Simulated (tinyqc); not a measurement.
# Resistance of a tapered via with liner, size effect and interface: several studies

A round via whose diameter grows from db at the bottom as D(z) = db + 2 z/tan(ang). The fill, of diameter D - 2 tl, starts above the bottom liner (thickness fb tl) and has rho = rho0 (1 + ks lam/(D - 2 tl)); the sidewall liner conducts in parallel with it. The bottom liner and the interface are crossed over the full area pi db^2/4. Spreading in the lines above and below is left out.

Values chosen for this exercise; fill metal close to molybdenum:
- db = 49 nm (diameter at the bottom)
- hv = 100 nm (height)
- ang = 89 degrees (sidewall angle)
- rho0 = 5.21 uohm cm (bulk resistivity of the fill)
- lam = 11.2 nm (mean free path of the fill)
- ks = 1 (size-effect factor)
- tl = 0 nm (liner on the sidewall)
- fb = 0.5 (liner at the bottom over that on the sidewall)
- rl = 280 uohm cm (resistivity of the liner)
- ri = 2.8e-12 ohm cm^2 (interface resistivity at the bottom)
- Sb = 1.3e15 S/m^2 (ballistic conductance per area, about 3/(4 rho0 lam))
- rho2 = 7.57 uohm cm (bulk resistivity of the second fill (close to ruthenium))
- lam2 = 6.78 nm (its mean free path)
- tl2 = 0.6 nm (its liner)

Each table varies one quantity; the others keep the values above.

## Via resistance against the diameter at the bottom

Slices between z0 = fb tl and hv, evaluated at their midpoints: conductance per length pi/4 [(D - 2 tl)^2/rho + (D^2 - (D - 2 tl)^2)/rl], slice resistance = slice height over that. 2000 slices. R_fill = sum of the slices; R_bottom = rl fb tl/(pi db^2/4); R_interface = ri/(pi db^2/4); ballistic (Sharvin) limit 1/(Sb pi (db - 2 tl)^2/4); ideal cylinder rho0 hv/(pi db^2/4).

The same in every row: R_bottom (ohm) = 0.

Via resistance against the diameter at the bottom:

| db (nm) | R_fill (ohm) | R_interface (ohm) | R (ohm) | ballistic limit (ohm) | R over ideal cylinder | largest part |
|---|---|---|---|---|---|---|
| 6 | 293.94 | 9.9030 | 303.85 | 27.206 | 1.6490 | fill |
| 8.3 | 145.71 | 5.1750 | 150.88 | 14.217 | 1.5669 | fill |
| 11 | 78.884 | 2.9463 | 81.830 | 8.0943 | 1.4926 | fill |
| 16 | 34.828 | 1.3926 | 36.220 | 3.8258 | 1.3978 | fill |
| 22 | 17.438 | 0.73658 | 18.175 | 2.0236 | 1.3261 | fill |
| 30 | 8.9388 | 0.39612 | 9.3349 | 1.0882 | 1.2665 | fill |
| 42 | 4.3623 | 0.20210 | 4.5644 | 0.55522 | 1.2138 | fill |
| 58 | 2.2090 | 0.10598 | 2.3149 | 0.29115 | 1.1739 | fill |
| 80 | 1.1293 | 0.055704 | 1.1850 | 0.15303 | 1.1433 | fill |

What does the table show?

R falls from 304 to 1.18 ohm. The fill is the largest part at db = 6 and in all other rows. R goes as db^(-2.16) between the first two rows and db^(-2.08) between the last two; area alone gives -2.

## Via resistance against the sidewall angle

Same model as above.

2000 slices.

The same in every row: R_bottom (ohm) = 0; R_interface (ohm) = 0.14848; ballistic limit (ohm) = 0.40792.

Result of one run:

| ang (degrees) | R_fill (ohm) | R (ohm) | R over ideal cylinder | largest part |
|---|---|---|---|---|
| 88 | 2.9364 | 3.0849 | 1.1166 | fill |

What becomes of these results when the sidewall angle ang is changed from 88 to 82 degrees, all else the same?

Result of the changed run:

| ang (degrees) | R_fill (ohm) | R (ohm) | R over ideal cylinder | largest part |
|---|---|---|---|---|
| 82 | 2.0839 | 2.2323 | 0.80799 | fill |

The whole series:

| ang (degrees) | R_fill (ohm) | R (ohm) | R over ideal cylinder | largest part |
|---|---|---|---|---|
| 90 | 3.3943 | 3.5428 | 1.2823 | fill |
| 89 | 3.1490 | 3.2975 | 1.1935 | fill |
| 88 | 2.9364 | 3.0849 | 1.1166 | fill |
| 87 | 2.7504 | 2.8989 | 1.0492 | fill |
| 86 | 2.5861 | 2.7346 | 0.98978 | fill |
| 84 | 2.3090 | 2.4575 | 0.88948 | fill |
| 82 | 2.0839 | 2.2323 | 0.80799 | fill |

R falls from 3.54 to 2.23 ohm. The fill is the largest part at ang = 90 and in all other rows. The share of the two bottom terms goes from 4.19 to 6.65 %.

## Two fill metals against the diameter

2000 slices. R_fill = sum of the slices; R_bottom = rl fb tl/(pi db^2/4); R_interface = ri/(pi db^2/4). The second fill has rho2, lam2 and tl2 in place of rho0, lam and tl.

Two fill metals against the diameter:

| db (nm) | R, first fill (ohm) | R, second fill (ohm) | ratio second/first |
|---|---|---|---|
| 6 | 303.85 | 536.15 | 1.7645 |
| 8.5 | 143.29 | 233.24 | 1.6277 |
| 12 | 67.714 | 105.54 | 1.5586 |
| 17 | 31.754 | 48.499 | 1.5273 |
| 24 | 15.067 | 22.876 | 1.5183 |
| 35 | 6.7193 | 10.223 | 1.5214 |
| 49 | 3.2975 | 5.0427 | 1.5293 |
| 70 | 1.5637 | 2.4064 | 1.5390 |
| 100 | 0.74721 | 1.1568 | 1.5481 |

The ratio goes from 1.76 to 1.55. The first fill gives the lower R in every row.

Computed by the program tinyqc: `OMP_NUM_THREADS=1 python tinyqc.py 2750073 2750074 out.jsonl`, one thread of a shared Intel Xeon 2.30GHz, about 0.01 s for the whole run.
